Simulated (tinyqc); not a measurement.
## Thermionic-field emission through a Schottky barrier, WKB: contact resistivity against doping

Metal on an n-type semiconductor with one parabolic valley; V > 0 is forward bias (metal positive). Energies E are counted from the conduction edge of the neutral semiconductor, whose Fermi level lies at -xi; that of the metal lies at -xi - V. The barrier is a parabola of height Vd = phi - xi - V (depletion approximation, no image force).

Nc = 2 (2 pi me m0 kB T/h^2)^1.5 (times 1e-6 for cm^-3); Nd = Nc F12(-xi/Vt), F12(x) = (2/sqrt(pi)) int_0^infinity sqrt(u)/(1 + exp(u - x)) du; E00 = (hbar/2) sqrt(Nd/(me m0 eps0 eps_r)) in SI units (volts). For E < Vd, ln T(E) = -(Vd/E00) [sqrt(1 - y) - y ln((1 + sqrt(1 - y))/sqrt(y))], y = E/Vd; T(E) = 1 above. J = A* T (q/kB) int_0^infinity T(E) N(E) dE, N = ln[(1 + exp((-xi - E)/Vt))/(1 + exp((-xi - V - E)/Vt))], A* = 4 pi q me m0 kB^2/h^3 (times 1e-4 for A/(cm^2 K^2)). The integral is converged to the digits shown; the share over the barrier is that of E > Vd, and 0 means below 1e-6 %. The contact resistivity is rho_c = 1/(dJ/dV) at V = 0, where N becomes V f/Vt with f = 1/(1 + exp((E + xi)/Vt)). The last column is the thermionic value Vt exp(phi/Vt)/(A* T^2). By a common rule of thumb, E00/Vt below 0.5 marks thermionic emission, 0.5 to 5 thermionic-field emission and above 5 field emission.

Values chosen for this exercise; band and dielectric values close to those of In0.53Ga0.47As:
- T = 300 K (temperature)
- me = 0.0412 m0 (electron mass)
- eps_r = 13.8 (relative permittivity)
- phi = 0.48 eV (barrier height seen from the metal)

Constants: q = 1.602176634e-19 C, kB = 1.380649e-23 J/K, eps0 = 8.8541878128e-12 F/m, hbar = 1.054571817e-34 J s, h = 6.62607015e-34 J s, m0 = 9.1093837015e-31 kg, Vt = kB T/q. Results are converted to the units shown.

Contact resistivity against doping:
```
Nd (cm^-3)	E00/Vt	rho_c (ohm cm^2)	thermionic rho_c (ohm cm^2)
1.1e17	0.3159	0.8560	6.717
2.1e17	0.4365	0.3806	6.717
4.1e17	0.6099	0.1051	6.717
7.9e17	0.8466	0.01507	6.717
1.5e18	1.167	0.001062	6.717
3e18	1.650	4.493e-5	6.717
5.7e18	2.274	3.398e-6	6.717
1.1e19	3.159	4.147e-7	6.717
2.1e19	4.365	8.541e-8	6.717
4.1e19	6.099	2.476e-8	6.717
```

What does the table show?

rho_c falls from 0.856 to 2.48e-8 ohm cm^2: 0.13 of the thermionic value in the first row (thermionic emission) and 3.7e-9 of it in the last (field emission). Between the last two rows ln rho_c changes by 0.491 eV for each unit of 1/E00, to be set beside phi = 0.48 eV of the rule rho_c ~ exp(phi/E00). Even in the first row most of the current tunnels through the thin top of the barrier.

Range of the model: The depletion approximation, a parabolic band and the neglect of image-force lowering make these currents estimates at high doping.

Computed by the program tinyqc: `OMP_NUM_THREADS=1 python tinyqc.py 2640088 2640089 out.jsonl`, one thread of a shared Intel Xeon 2.30GHz, about 0.01 s for the whole run.
